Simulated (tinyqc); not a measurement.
Interdiffusion in a binary couple: Darken equations, Kirkendall shift and Boltzmann-Matano analysis. From interdiffusion coefficient D~ at the local x back to regular-solution parameter W. Computed by tinyqc, a small Python program. Command: `OMP_NUM_THREADS=1 python tinyqc.py 3030847 3030848 out.jsonl darken inv`. One thread of a shared host (Intel(R) Xeon(R) Processor @ 2.30GHz), about 0.3 s of CPU time with the checks.

x is the mole fraction of B; the molar volume is constant, and the two halves are long enough to count as infinite.

Inputs (values chosen for the exercise, for a model alloy A-B):
```
quantity                            value   unit
tracer diffusivity D*_A(0)        2.2e-16  m^2/s
tracer diffusivity D*_B(0)        7.2e-16  m^2/s
slope k of ln D* with x              -2.2      -
temperature T                        1190      K
composition x for the local step     0.23      -
```

Vacancy-wind correction: none.

Constants: k_B = 8.617333262e-05 eV/K.

Method. D*_i(x) = D*_i(0) exp(k x); thermodynamic factor Phi = 1 - 2 W x (1 - x)/(k_B T); intrinsic D_i = D*_i Phi; interdiffusion D~ = x D_A + (1 - x) D_B.

Problem. A run gave the result below. Find the regular-solution parameter W, known to lie between -0.053 and -0.027 eV.

interdiffusion coefficient D~ at the local x = 4.048833e-16 m^2/s

Solution.

Each step takes the trial c = (a f_b - b f_a)/(f_b - f_a), f being the result less the target; c replaces end b, the old b replaces a if the sign of f changed, and otherwise f_a is halved.

Scan of the range:
```
regular-solution parameter W (eV)  interdiffusion coefficient D~ at the local x (m^2/s)
-0.0530                                                                     4.31530e-16
-0.0487                                                                     4.26112e-16
-0.0443                                                                     4.20569e-16
-0.0400                                                                     4.15151e-16
-0.0357                                                                     4.09734e-16
-0.0313                                                                     4.04190e-16
-0.0270                                                                     3.98773e-16
```

False position (Illinois rule) inside the bracket:
```
step    end a    end b       trial  interdiffusion coefficient D~ at the local x (m^2/s)
1     -0.0357  -0.0313  -0.0318500                                           4.04883e-16
```

Interdiffusion coefficient D~ at the local x falls at every point of a 13-point scan of the range (every second point is shown), so one value fits; it is bracketed by -0.0357 and -0.0313. The scan shows a straight line, so linear interpolation between any two rows gives the answer at once. Answer: regular-solution parameter W = -0.03185 eV.
